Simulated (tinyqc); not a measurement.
Inside a calculation. Method: Hubbard chain of 4 sites. Computed by tinyqc, a small Python program that keeps every step. Settings: hopping = 1.01, U = 7.1, mixing = 0.2, iteration cap = 59. Command: `OMP_NUM_THREADS=1 python tinyqc.py 20584 20585 out.jsonl` (the two numbers bound the seeds that draw the settings). One thread of a shared host (Intel(R) Xeon(R) Processor @ 2.60GHz), about 0.2 s of CPU time with the checks.

one-body matrix (hopping and site energies) (eV):
```
           1          2          3          4
1   0.000000  -1.010000   0.000000   0.000000
2  -1.010000   0.000000  -1.010000   0.000000
3   0.000000  -1.010000   0.000000  -1.010000
4   0.000000   0.000000  -1.010000   0.000000
```

U = 7.100000 eV

electrons, up and down: 2  2

n(up) at the start (a guess, not normalised): 1 0.500000, 2 0.500000, 3 0.500000, 4 0.500000

n(down) at the start (a guess): 1 0.500000, 2 0.500000, 3 0.500000, 4 0.500000

Each step fills the lowest levels of T + U n(other spin) and sets n(new) = n + mixing (n(out) - n); stop when output and input agree to 1e-8.

Course of the cycle:
```
iteration      E (eV)  largest |n(out) - n(in)|  mean |n_up - n_down|
1          2.58314269                  3.33e-16              0.000000
```

Can the last value be used, and what does the course show?

No, though the log alone does not show it. Converged in 1 iterations. But random starts reach -0.85020 eV, so this is another stationary point, not the lowest one. Reruns (cap 100 unless said): mixing 0.5: converged in 1 to a higher stationary point (E = 2.58314); mixing 0.9: converged in 1 to a higher stationary point (E = 2.58314). Before convergence this energy mixes input and output and is not variational, so it may rise towards its limit.
